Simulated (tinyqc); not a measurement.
Electron counts at which the sphere reaches the zone: Brillouin zone and empty-lattice bands of the bcc structure.

Primitive vectors a (-1/2,1/2,1/2), a (1/2,-1/2,1/2), a (1/2,1/2,-1/2); one atom. Reciprocal vectors obey a_i.b_j = 2 pi delta_ij; k is given in units of 2 pi/a. Empty-lattice levels are c0 (2 pi/a)^2 |k + G|^2, c0 = hbar^2/2m0. Points: H = (1, 0, 0), N = (0.5, 0.5, 0), P = (0.5, 0.5, 0.5).

Constants: hbar^2/2m0 = 3.80998211 eV angstrom^2.

Parameters, chosen for this exercise (out of a larger set: lattice near that of K; not measured data): a = 5.311 angstrom (lattice constant).

Z = V kF^3/(3 pi^2), V the volume of the primitive cell, with kF = |k| of each point.

Cases:

| point |
|---|
| H |
| N |
| P |

Rank the cases by Z per atom, lowest first.

Answer: N, P, H.

Results:

| point | \|k\| (2 pi/a) | Z per atom | EF there (eV) |
|---|---|---|---|
| H | 1.0000 | 4.189 | 5.332 |
| N | 0.7071 | 1.481 | 2.666 |
| P | 0.8660 | 2.721 | 3.999 |

The sphere first touches the zone at N, for Z = 1.481, and covers it at H, for Z = 4.189, while the zone itself holds 2 electrons per atom. These counts do not depend on a. First contact at 1.36 (fcc) and 1.48 (bcc) is the free-electron argument for the Hume-Rothery limits of brasses.

Run: tinyqc, `OMP_NUM_THREADS=1 python tinyqc.py 1850269 1850270 out.jsonl`; Intel(R) Xeon(R) Processor @ 2.30GHz, one thread, shared host; about 0.02 s of CPU time with all checks.
